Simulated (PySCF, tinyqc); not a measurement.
CISD on RHF in the 6-311g basis, for H2, spin multiplicity 1, step by step. The lowest restricted solution is unstable here: a spin-polarised one lies 0.0011 hartree lower (PySCF). Computed by tinyqc, a small Python program that keeps every step (integrals from PySCF). Settings: charge = 0, multiplicity = 1, basis = 6-311g, method = RHF, energy threshold = 1e-10, iteration cap = 84, orthogonalisation = symmetric, start = core, DIIS depth = 6, ci = CISD. Command: `OMP_NUM_THREADS=1 python tinyqc.py 20890 20891 out.jsonl` (the two numbers bound the seeds that draw the settings). One thread of a shared host (Intel(R) Xeon(R) Processor @ 2.60GHz), about 0.1 s of CPU time with the checks. The early iterations of the SCF are left out here.

## One-electron integrals

Geometry (angstrom):
```
atom,x,y,z
H,0.000000,0.000000,0.000000
H,0.000000,0.000000,1.246000
```

Basis 6-311g: exponents (1/bohr^2) and contraction coefficients of normalised primitives:
```
element,l (shell),exponent,coefficient
H,s (1),33.865000,0.025494
H,s (1),5.094790,0.190373
H,s (1),1.158790,0.852161
H,s (2),0.325840,1.000000
H,s (3),0.102741,1.000000
```

Overlap, kinetic and nuclear-attraction integrals over the contracted functions; the nuclear repulsion is the sum of Za Zb / Rab.

nuclear repulsion = 0.42470081 hartree

overlap S:
```
,1H 1s,1H 2s,1H 3s,2H 1s,2H 2s,2H 3s
1H 1s,1.000000,0.706377,0.373664,0.030444,0.168475,0.220841
1H 2s,0.706377,1.000000,0.788963,0.168475,0.405250,0.511659
1H 3s,0.373664,0.788963,1.000000,0.220841,0.511659,0.752161
2H 1s,0.030444,0.168475,0.220841,1.000000,0.706377,0.373664
2H 2s,0.168475,0.405250,0.511659,0.706377,1.000000,0.788963
2H 3s,0.220841,0.511659,0.752161,0.373664,0.788963,1.000000
```

kinetic energy T (hartree):
```
,1H 1s,1H 2s,1H 3s,2H 1s,2H 2s,2H 3s
1H 1s,2.304348,0.549119,0.106346,-0.066571,0.005719,0.040803
1H 2s,0.549119,0.488760,0.184881,0.005719,0.078799,0.085284
1H 3s,0.106346,0.184881,0.154112,0.040803,0.085284,0.093908
2H 1s,-0.066571,0.005719,0.040803,2.304348,0.549119,0.106346
2H 2s,0.005719,0.078799,0.085284,0.549119,0.488760,0.184881
2H 3s,0.040803,0.085284,0.093908,0.106346,0.184881,0.154112
```

nuclear attraction V (hartree):
```
,1H 1s,1H 2s,1H 3s,2H 1s,2H 2s,2H 3s
1H 1s,-2.535797,-1.360711,-0.673663,-0.052239,-0.311840,-0.401022
1H 2s,-1.360711,-1.332552,-0.908081,-0.311840,-0.565259,-0.619413
1H 3s,-0.673663,-0.908081,-0.880483,-0.401022,-0.619413,-0.702246
2H 1s,-0.052239,-0.311840,-0.401022,-2.535797,-1.360711,-0.673663
2H 2s,-0.311840,-0.565259,-0.619413,-1.360711,-1.332552,-0.908081
2H 3s,-0.401022,-0.619413,-0.702246,-0.673663,-0.908081,-0.880483
```

core Hamiltonian H = T + V (hartree):
```
,1H 1s,1H 2s,1H 3s,2H 1s,2H 2s,2H 3s
1H 1s,-0.231449,-0.811592,-0.567317,-0.118810,-0.306121,-0.360219
1H 2s,-0.811592,-0.843792,-0.723199,-0.306121,-0.486460,-0.534129
1H 3s,-0.567317,-0.723199,-0.726371,-0.360219,-0.534129,-0.608339
2H 1s,-0.118810,-0.306121,-0.360219,-0.231449,-0.811592,-0.567317
2H 2s,-0.306121,-0.486460,-0.534129,-0.811592,-0.843792,-0.723199
2H 3s,-0.360219,-0.534129,-0.608339,-0.567317,-0.723199,-0.726371
```

## Two-electron integrals

Functions are numbered as in S; the eight-fold symmetry (ij|kl) = (ji|kl) = (kl|ij) leaves the list below.

Two-electron integrals (ij|kl) in chemists' order, unique and non-zero (hartree):
```
i,j,k,l,(ij|kl)
1,1,1,1,1.393035
2,1,1,1,0.822971
2,1,2,1,0.509703
2,2,1,1,0.822904
2,2,2,1,0.543028
2,2,2,2,0.644106
3,1,1,1,0.411256
3,1,2,1,0.257757
3,1,2,2,0.279868
3,1,3,1,0.130794
3,2,1,1,0.543681
3,2,2,1,0.365771
3,2,2,2,0.452669
3,2,3,1,0.189803
3,2,3,2,0.325140
3,3,1,1,0.494021
3,3,2,1,0.340115
3,3,2,2,0.445993
3,3,3,1,0.178035
3,3,3,2,0.331779
3,3,3,3,0.361682
4,1,1,1,0.024501
4,1,2,1,0.016415
4,1,2,2,0.019804
4,1,3,1,0.008493
4,1,3,2,0.013947
4,1,3,3,0.013718
4,1,4,1,0.001119
4,2,1,1,0.089648
4,2,2,1,0.062575
4,2,2,2,0.083642
4,2,3,1,0.032893
4,2,3,2,0.062251
4,2,3,3,0.066732
4,2,4,1,0.004850
4,2,4,2,0.028402
4,3,1,1,0.101190
4,3,2,1,0.071070
4,3,2,2,0.097283
4,3,3,1,0.037472
4,3,3,2,0.073719
4,3,3,3,0.081821
4,3,4,1,0.005443
4,3,4,2,0.035145
4,3,4,3,0.045561
4,4,1,1,0.424623
4,4,2,1,0.299677
4,4,2,2,0.418102
4,4,3,1,0.158393
4,4,3,2,0.320916
4,4,3,3,0.363144
4,4,4,1,0.024501
4,4,4,2,0.179808
4,4,4,3,0.240382
4,4,4,4,1.393035
5,1,1,1,0.179808
5,1,2,1,0.113456
5,1,2,2,0.124477
5,1,3,1,0.057681
5,1,3,2,0.084727
5,1,3,3,0.079839
5,1,4,1,0.004850
5,1,4,2,0.018807
5,1,4,3,0.021098
5,1,4,4,0.089648
5,1,5,1,0.028402
5,2,1,1,0.266731
5,2,2,1,0.180632
5,2,2,2,0.226527
5,2,3,1,0.093942
5,2,3,2,0.163700
5,2,3,3,0.168499
5,2,4,1,0.009917
5,2,4,2,0.048615
5,2,4,3,0.058292
5,2,4,4,0.266731
5,2,5,1,0.048615
5,2,5,2,0.105780
5,3,1,1,0.250847
5,3,2,1,0.173393
5,3,2,2,0.229228
5,3,3,1,0.090890
5,3,3,2,0.171106
5,3,3,3,0.187090
5,3,4,1,0.010107
5,3,4,2,0.056347
5,3,4,3,0.071545
5,3,4,4,0.339083
5,3,5,1,0.047270
5,3,5,2,0.115226
5,3,5,3,0.136747
5,4,1,1,0.299677
5,4,2,1,0.211181
5,4,2,2,0.292875
5,4,3,1,0.111529
5,4,3,2,0.224128
5,4,3,3,0.253373
5,4,4,1,0.016415
5,4,4,2,0.113456
5,4,4,3,0.150994
5,4,4,4,0.822971
5,4,5,1,0.062575
5,4,5,2,0.180632
5,4,5,3,0.228939
5,4,5,4,0.509703
5,5,1,1,0.418102
5,5,2,1,0.292875
5,5,2,2,0.400353
5,5,3,1,0.154305
5,5,3,2,0.304775
5,5,3,3,0.344804
5,5,4,1,0.019804
5,5,4,2,0.124477
5,5,4,3,0.164541
5,5,4,4,0.822904
5,5,5,1,0.083642
5,5,5,2,0.226527
5,5,5,3,0.285700
5,5,5,4,0.543028
5,5,5,5,0.644106
6,1,1,1,0.240382
6,1,2,1,0.150994
6,1,2,2,0.164541
6,1,3,1,0.076669
6,1,3,2,0.111740
6,1,3,3,0.104995
6,1,4,1,0.005443
6,1,4,2,0.021098
6,1,4,3,0.023912
6,1,4,4,0.101190
6,1,5,1,0.035145
6,1,5,2,0.058292
6,1,5,3,0.056516
6,1,5,4,0.071070
6,1,5,5,0.097283
6,1,6,1,0.045561
6,2,1,1,0.339083
6,2,2,1,0.228939
6,2,2,2,0.285700
6,2,3,1,0.118954
6,2,3,2,0.206158
6,2,3,3,0.212034
6,2,4,1,0.010107
6,2,4,2,0.047270
6,2,4,3,0.056516
6,2,4,4,0.250847
6,2,5,1,0.056347
6,2,5,2,0.115226
6,2,5,3,0.123388
6,2,5,4,0.173393
6,2,5,5,0.229228
6,2,6,1,0.071545
6,2,6,2,0.136747
6,3,1,1,0.341129
6,3,2,1,0.235827
6,3,2,2,0.312741
6,3,3,1,0.123646
6,3,3,2,0.234422
6,3,3,3,0.259663
6,3,4,1,0.011221
6,3,4,2,0.059205
6,3,4,3,0.074678
6,3,4,4,0.341129
6,3,5,1,0.059205
6,3,5,2,0.135945
6,3,5,3,0.159069
6,3,5,4,0.235827
6,3,5,5,0.312741
6,3,6,1,0.074678
6,3,6,2,0.159069
6,3,6,3,0.204620
6,4,1,1,0.158393
6,4,2,1,0.111529
6,4,2,2,0.154305
6,4,3,1,0.058879
6,4,3,2,0.117966
6,4,3,3,0.133335
6,4,4,1,0.008493
6,4,4,2,0.057681
6,4,4,3,0.076669
6,4,4,4,0.411256
6,4,5,1,0.032893
6,4,5,2,0.093942
6,4,5,3,0.118954
6,4,5,4,0.257757
6,4,5,5,0.279868
6,4,6,1,0.037472
6,4,6,2,0.090890
6,4,6,3,0.123646
6,4,6,4,0.130794
6,5,1,1,0.320916
6,5,2,1,0.224128
6,5,2,2,0.304775
6,5,3,1,0.117966
6,5,3,2,0.231790
6,5,3,3,0.263164
6,5,4,1,0.013947
6,5,4,2,0.084727
6,5,4,3,0.111740
6,5,4,4,0.543681
6,5,5,1,0.062251
6,5,5,2,0.163700
6,5,5,3,0.206158
6,5,5,4,0.365771
6,5,5,5,0.452669
6,5,6,1,0.073719
6,5,6,2,0.171106
6,5,6,3,0.234422
6,5,6,4,0.189803
6,5,6,5,0.325140
6,6,1,1,0.363144
6,6,2,1,0.253373
6,6,2,2,0.344804
6,6,3,1,0.133335
6,6,3,2,0.263164
6,6,3,3,0.303314
6,6,4,1,0.013718
6,6,4,2,0.079839
6,6,4,3,0.104995
6,6,4,4,0.494021
6,6,5,1,0.066732
6,6,5,2,0.168499
6,6,5,3,0.212034
6,6,5,4,0.340115
6,6,5,5,0.445993
6,6,6,1,0.081821
6,6,6,2,0.187090
6,6,6,3,0.259663
6,6,6,4,0.178035
6,6,6,5,0.331779
6,6,6,6,0.361682
```

## Orthogonalisation

S = U s U^T; symmetric (Loewdin) form X = U s^(-1/2) U^T, so that X^T S X = 1.

eigenvalues of S: 0.060469  0.130084  0.329700  0.710217  1.421975  3.347555

X:
```
,1H 1s,1H 2s,1H 3s,2H 1s,2H 2s,2H 3s
1H 1s,1.373184,-0.746033,0.205325,0.027446,0.033657,-0.055567
1H 2s,-0.746033,2.120274,-1.011656,0.033657,-0.245219,0.192024
1H 3s,0.205325,-1.011656,2.082819,-0.055567,0.192024,-0.852737
2H 1s,0.027446,0.033657,-0.055567,1.373184,-0.746033,0.205325
2H 2s,0.033657,-0.245219,0.192024,-0.746033,2.120274,-1.011656
2H 3s,-0.055567,0.192024,-0.852737,0.205325,-1.011656,2.082819
```

## Starting guess

The start is the orbitals of the core Hamiltonian; D = 2 C_occ C_occ^T.

D at the start:
```
,1H 1s,1H 2s,1H 3s,2H 1s,2H 2s,2H 3s
1H 1s,0.061271,0.142709,0.027403,0.061271,0.142709,0.027403
1H 2s,0.142709,0.332387,0.063825,0.142709,0.332387,0.063825
1H 3s,0.027403,0.063825,0.012256,0.027403,0.063825,0.012256
2H 1s,0.061271,0.142709,0.027403,0.061271,0.142709,0.027403
2H 2s,0.142709,0.332387,0.063825,0.142709,0.332387,0.063825
2H 3s,0.027403,0.063825,0.012256,0.027403,0.063825,0.012256
```

## Iteration 6 (converged): orbitals

converged F (hartree):
```
,1H 1s,1H 2s,1H 3s,2H 1s,2H 2s,2H 3s
1H 1s,0.712451,-0.304077,-0.388262,-0.209503,-0.309275,-0.312192
1H 2s,-0.304077,-0.216633,-0.315634,-0.309275,-0.350995,-0.329061
1H 3s,-0.388262,-0.315634,-0.248651,-0.312192,-0.329061,-0.277598
2H 1s,-0.209503,-0.309275,-0.312192,0.712451,-0.304077,-0.388262
2H 2s,-0.309275,-0.350995,-0.329061,-0.304077,-0.216633,-0.315634
2H 3s,-0.312192,-0.329061,-0.277598,-0.388262,-0.315634,-0.248651
```

Diagonalise F' = X^T F X, C = X C', fill 1 alpha and 1 beta electrons from the bottom; D = 2 C_occ C_occ^T. Each column has its largest component positive (the first on a tie).

F' = X^T F X (hartree):
```
,1,2,3,4,5,6
1,1.719010,-1.162352,-0.004959,0.035478,-0.117373,-0.126800
2,-1.162352,0.912020,-0.377502,-0.117373,-0.203803,-0.023883
3,-0.004959,-0.377502,0.159189,-0.126800,-0.023883,-0.133019
4,0.035478,-0.117373,-0.126800,1.719010,-1.162352,-0.004959
5,-0.117373,-0.203803,-0.023883,-1.162352,0.912020,-0.377502
6,-0.126800,-0.023883,-0.133019,-0.004959,-0.377502,0.159189
```

orbital energies (hartree): MO1 -0.480400, MO2 0.074918, MO3 0.350235, MO4 0.490290, MO5 2.526356, MO6 2.619039

coefficients C:
```
,MO1,MO2,MO3,MO4,MO5,MO6
1H 1s,0.145053,0.123329,-0.045397,-0.097889,-1.103949,-1.105773
1H 2s,0.299399,0.141498,-0.920456,-1.156541,1.571163,1.187718
1H 3s,0.209600,1.140066,0.924588,1.690645,-0.953503,-0.452623
2H 1s,0.145053,-0.123329,-0.045397,0.097889,1.103949,-1.105773
2H 2s,0.299399,-0.141498,-0.920456,1.156541,-1.571163,1.187718
2H 3s,0.209600,-1.140066,0.924588,-1.690645,0.953503,-0.452623
```

D after iteration 6:
```
,1H 1s,1H 2s,1H 3s,2H 1s,2H 2s,2H 3s
1H 1s,0.042081,0.086858,0.060806,0.042081,0.086858,0.060806
1H 2s,0.086858,0.179280,0.125508,0.086858,0.179280,0.125508
1H 3s,0.060806,0.125508,0.087864,0.060806,0.125508,0.087864
2H 1s,0.042081,0.086858,0.060806,0.042081,0.086858,0.060806
2H 2s,0.086858,0.179280,0.125508,0.086858,0.179280,0.125508
2H 3s,0.060806,0.125508,0.087864,0.060806,0.125508,0.087864
```

## Convergence

Stop when the energy changes by less than 1e-10 hartree and every element of the error matrix X^T (F D S - S D F) X is below 3e-06.

Course of the cycle:
```
iteration,E (hartree),change,largest element of the error matrix
1,-1.01769637,-,7.83e-02
2,-1.04706385,-2.94e-02,1.67e-02
3,-1.04876742,-1.70e-03,1.51e-03
4,-1.04877364,-6.22e-06,4.65e-05
5,-1.04877365,-1.22e-08,1.65e-07
6,-1.04877365,-1.29e-13,8.20e-08
```

PySCF RHF in the same basis = -1.04877365 hartree

Converged in 6 iterations.

## Populations, bond orders and dipole

Mulliken: Z minus the diagonal of D S on the atom; Loewdin: the same with S^(1/2) D S^(1/2); Mayer order: 2 sum_s sum (D(s) S)_ij (D(s) S)_ji over the two atoms.

Charges (e):
```
atom,Mulliken,Loewdin
1H,0,0
2H,0,0
```

Mayer bond orders:
```
pair,order
2-1,1.000000
```

dipole moment about the origin, x y z (debye): 0.000000  0.000000  0.000000

## Integrals over molecular orbitals

(pq|rs) = sum C_ip C_jq C_kr C_ls (ij|kl), one index at a time.

one-electron integrals over orbitals h = C^T H C (hartree):
```
,1,2,3,4,5,6
1,-0.993074,0.000000,0.107231,0.000000,0.000000,0.040985
2,0.000000,-0.598319,0.000000,0.190863,0.034117,0.000000
3,0.107231,0.000000,-0.288447,0.000000,0.000000,-0.114830
4,0.000000,0.190863,0.000000,-0.245876,-0.167479,0.000000
5,0.000000,0.034117,0.000000,-0.167479,1.514577,0.000000
6,0.040985,0.000000,-0.114830,0.000000,0.000000,1.562031
```

Two-electron integrals over orbitals (pq|rs), unique and non-zero (hartree):
```
p,q,r,s,(pq|rs)
1,1,1,1,0.512674
2,1,2,1,0.099394
2,2,1,1,0.386315
2,2,2,2,0.339995
3,1,1,1,-0.107231
3,1,2,2,-0.054283
3,1,3,1,0.051581
3,2,2,1,-0.004891
3,2,3,2,0.024959
3,3,1,1,0.345131
3,3,2,2,0.290087
3,3,3,1,-0.040596
3,3,3,3,0.279164
4,1,2,1,-0.077829
4,1,3,2,0.025136
4,1,4,1,0.080672
4,2,1,1,-0.134346
4,2,2,2,-0.075502
4,2,3,1,0.053786
4,2,3,3,-0.056050
4,2,4,2,0.071422
4,3,2,1,0.070374
4,3,3,2,0.002767
4,3,4,1,-0.051519
4,3,4,3,0.057176
4,4,1,1,0.408419
4,4,2,2,0.337702
4,4,3,1,-0.073342
4,4,3,3,0.295480
4,4,4,2,-0.091947
4,4,4,4,0.352593
5,1,2,1,-0.027433
5,1,3,2,0.023030
5,1,4,1,0.043409
5,1,4,3,-0.025228
5,1,5,1,0.059954
5,2,1,1,-0.030775
5,2,2,2,-0.004662
5,2,3,1,0.026451
5,2,3,3,-0.010070
5,2,4,2,0.022292
5,2,4,4,-0.026470
5,2,5,2,0.037753
5,3,2,1,0.037172
5,3,3,2,-0.016290
5,3,4,1,-0.042833
5,3,4,3,0.025443
5,3,5,1,-0.036600
5,3,5,3,0.030256
5,4,1,1,0.105444
5,4,2,2,0.054414
5,4,3,1,-0.050725
5,4,3,3,0.045473
5,4,4,2,-0.056573
5,4,4,4,0.077731
5,4,5,2,-0.044086
5,4,5,4,0.072588
5,5,1,1,0.535867
5,5,2,2,0.408425
5,5,3,1,-0.127750
5,5,3,3,0.351460
5,5,4,2,-0.159312
5,5,4,4,0.443097
5,5,5,2,-0.072908
5,5,5,4,0.163520
5,5,5,5,0.658022
6,1,1,1,-0.040985
6,1,2,2,-0.025373
6,1,3,1,0.030063
6,1,3,3,-0.015031
6,1,4,2,0.033901
6,1,4,4,-0.044260
6,1,5,2,0.041476
6,1,5,4,-0.056726
6,1,5,5,-0.109701
6,1,6,1,0.062653
6,2,2,1,-0.027902
6,2,3,2,0.015728
6,2,4,1,0.036410
6,2,4,3,-0.024451
6,2,5,1,0.044206
6,2,5,3,-0.027847
6,2,6,2,0.035206
6,3,1,1,0.072447
6,3,2,2,0.045901
6,3,3,1,-0.031627
6,3,3,3,0.029917
6,3,4,2,-0.039398
6,3,4,4,0.057469
6,3,5,2,-0.024457
6,3,5,4,0.045355
6,3,5,5,0.113920
6,3,6,1,-0.037796
6,3,6,3,0.032564
6,4,2,1,0.049649
6,4,3,2,-0.025480
6,4,4,1,-0.059812
6,4,4,3,0.035593
6,4,5,1,-0.057955
6,4,5,3,0.042905
6,4,6,2,-0.045948
6,4,6,4,0.067146
6,5,2,1,0.143652
6,5,3,2,-0.034340
6,5,4,1,-0.139075
6,5,4,3,0.104888
6,5,5,1,-0.106312
6,5,5,3,0.090511
6,5,6,2,-0.088062
6,5,6,4,0.132719
6,5,6,5,0.312583
6,6,1,1,0.559830
6,6,2,2,0.412886
6,6,3,1,-0.137659
6,6,3,3,0.362084
6,6,4,2,-0.170705
6,6,4,4,0.455062
6,6,5,2,-0.081600
6,6,5,4,0.175073
6,6,5,5,0.680419
6,6,6,1,-0.112156
6,6,6,3,0.118465
6,6,6,6,0.713984
```

## CISD: determinants and Hamiltonian

Hartree-Fock energy = -1.04877365 hartree

Slater-Condon rules over spin orbitals, with the nuclear repulsion added and E(HF) subtracted on the diagonal. Only determinants linked to the reference directly or through others are kept (one block of an abelian symmetry group), so some states are absent.

Occupation strings over the orbitals (2 doubly, a alpha, b beta, 0 empty; spin orbitals ordered 1a 1b 2a 2b ...): 200000 a0b000 a0000b b0a000 b0000a 020000 0a0b00 0a00b0 002000 00a00b 0b0a00 000200 000ab0 0b00a0 000ba0 000020 00b00a 000002

H - E(HF) between determinants (hartree):
```
,200000,a0b000,a0000b,b0a000,b0000a,020000,0a0b00,0a00b0,002000,00a00b,0b0a00,000200,000ab0,0b00a0,000ba0,000020,00b00a,000002
200000,0.000000,0.000000,0.000000,0.000000,0.000000,0.099394,-0.077829,-0.027433,0.051581,0.030063,0.077829,0.080672,0.043409,0.027433,-0.043409,0.059954,-0.030063,0.062653
a0b000,0.000000,0.537084,-0.042384,-0.051581,-0.030063,-0.004891,0.070374,0.037172,0.066634,-0.031627,-0.025136,-0.051519,-0.042833,-0.023030,0.025228,-0.036600,-0.025954,-0.037796
a0000b,0.000000,-0.042384,2.602261,-0.030063,-0.062653,-0.027902,0.049649,0.143652,-0.031627,-0.030429,-0.036410,-0.059812,-0.139075,-0.044206,0.057955,-0.106312,0.037796,-0.071171
b0a000,0.000000,-0.051581,-0.030063,0.537084,-0.042384,0.004891,-0.025136,-0.023030,-0.066634,-0.025954,0.070374,0.051519,0.025228,0.037172,-0.042833,0.036600,-0.031627,0.037796
b0000a,0.000000,-0.030063,-0.062653,-0.042384,2.602261,0.027902,-0.036410,-0.044206,0.031627,0.037796,0.049649,0.059812,0.057955,0.143652,-0.139075,0.106312,-0.030429,0.071171
020000,0.099394,-0.004891,-0.027902,0.004891,0.027902,0.616832,0.115361,0.029455,0.024959,0.015728,-0.115361,0.071422,0.022292,-0.029455,-0.022292,0.037753,-0.015728,0.035206
0a0b00,-0.077829,0.070374,0.049649,-0.025136,-0.036410,0.115361,0.966982,-0.113065,0.002767,-0.025480,-0.071422,0.098916,-0.056573,-0.022292,-0.007647,-0.044086,0.024451,-0.045948
0a00b0,-0.027433,0.037172,0.143652,-0.023030,-0.044206,0.029455,-0.113065,2.798158,-0.016290,-0.034340,-0.022292,-0.056573,0.031551,-0.037753,0.044086,-0.038791,0.027847,-0.088062
002000,0.051581,0.066634,-0.031627,-0.066634,0.031627,0.024959,0.002767,-0.016290,1.175744,-0.084913,-0.002767,0.057176,0.025443,0.016290,-0.025443,0.030256,0.084913,0.032564
00a00b,0.030063,-0.031627,-0.030429,-0.025954,0.037796,0.015728,-0.025480,-0.034340,-0.084913,3.109142,0.024451,0.035593,0.104888,0.027847,-0.042905,0.090511,-0.032564,0.003634
0b0a00,0.077829,-0.025136,-0.036410,0.070374,0.049649,-0.115361,-0.071422,-0.022292,-0.002767,0.024451,0.966982,-0.098916,-0.007647,-0.113065,-0.056573,0.044086,-0.025480,0.045948
000200,0.080672,-0.051519,-0.059812,0.051519,0.059812,0.071422,0.098916,-0.056573,0.057176,0.035593,-0.098916,1.334315,-0.089749,0.056573,0.089749,0.072588,-0.035593,0.067146
000ab0,0.043409,-0.042833,-0.139075,0.025228,0.057955,0.022292,-0.056573,0.031551,0.025443,0.104888,-0.007647,-0.089749,3.185273,0.044086,-0.072588,-0.003960,-0.042905,0.132719
0b00a0,0.027433,-0.023030,-0.044206,0.037172,0.143652,-0.029455,-0.022292,-0.037753,0.016290,0.027847,-0.113065,0.056573,0.044086,2.798158,0.031551,0.038791,-0.034340,0.088062
000ba0,-0.043409,0.025228,0.057955,-0.042833,-0.139075,-0.022292,-0.007647,0.044086,-0.025443,-0.042905,-0.056573,0.089749,-0.072588,0.031551,3.185273,0.003960,0.104888,-0.132719
000020,0.059954,-0.036600,-0.106312,0.036600,0.106312,0.037753,-0.044086,-0.038791,0.030256,0.090511,0.044086,0.072588,-0.003960,0.038791,0.003960,5.160651,-0.090511,0.312583
00b00a,-0.030063,-0.025954,0.037796,-0.031627,-0.030429,-0.015728,0.024451,0.027847,0.084913,-0.032564,-0.025480,-0.035593,-0.042905,-0.034340,0.104888,-0.090511,3.109142,-0.003634
000002,0.062653,-0.037796,-0.071171,0.037796,0.071171,0.035206,-0.045948,-0.088062,0.032564,0.003634,0.045948,0.067146,0.132719,0.088062,-0.132719,0.312583,-0.003634,5.311521
```

## CISD: roots

Diagonalise (each vector has its largest component positive (the first on a tie)); all determinants have Ms = 0, so triplets appear too. The lowest singlet root is the correlation energy.

lowest roots of this matrix, relative to E(HF) (hartree): -0.043074  0.476189  0.522058  0.597150  0.889323  1.044414  1.170485  1.408073

lowest vectors:
```
,root 1,root 2,root 3,root 4
200000,0.972012,0.000000,0.140966,0.148843
a0b000,-0.021120,0.701929,0.587681,-0.335776
a0000b,-0.009101,0.025729,0.020206,0.008121
b0a000,0.021120,0.701929,-0.587681,0.335776
b0000a,0.009101,0.025729,-0.020206,-0.008121
020000,-0.172519,0.000000,0.413151,0.843878
0a0b00,0.096429,-0.079262,-0.204227,-0.103425
0a00b0,0.013206,-0.010234,-0.027807,-0.008898
002000,-0.032935,0.000000,-0.156614,0.043266
00a00b,-0.006200,0.015330,-0.013821,-0.004742
0b0a00,-0.096429,-0.079262,0.204227,0.103425
000200,-0.062297,0.000000,0.087896,-0.123386
000ab0,-0.012019,0.003481,0.011820,-0.023159
0b00a0,-0.013206,-0.010234,0.027807,0.008898
000ba0,0.012019,0.003481,-0.011820,0.023159
000020,-0.007126,0.000000,0.000928,-0.013441
00b00a,0.006200,0.015330,0.013821,0.004742
000002,-0.006688,0.000000,-0.000808,-0.012106
```

<S^2> of these roots: 0.000000  2.000000  0.000000  0.000000  2.000000  0.000000  0.000000  0.000000

weight of the ground state by excitation level 0, 1, 2, ...: 0.944807  0.001058  0.054135
